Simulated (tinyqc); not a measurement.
Lattice vibrations of a chain, step by step. One step of it, computed by the program tinyqc.

Problem. Dynamical matrix at q = 0.22. q is in units of 2 pi/a. A spring k from atom i to atom j, n cells on, adds k to Phi_ii and Phi_jj, -k exp(2 pi i q n) to Phi_ij and the conjugate to Phi_ji (for one atom a cell: 2k (1 - cos 2 pi q n)); D_ij = Phi_ij / sqrt(m_i m_j).

A chain moving along its axis:

| atom | mass (u) | spring to the next atom (eV/angstrom^2) |
|---|---|---|
| 1 | 110.600000 | 6.200000 |
| 2 | 12.200000 | 11.700000 |
| 3 | 105.200000 | 20.400000 |
| 4 | 68.600000 | 22.600000 |

Give: D(q).

Solution.

D(q) (eV/(angstrom^2 u)):
```
               1       2       3              4
1          0.260  -0.169   0.000  -0.049+0.255i
2         -0.169   1.467  -0.327          0.000
3          0.000  -0.327   0.305         -0.240
4  -0.049-0.255i   0.000  -0.240          0.627
```
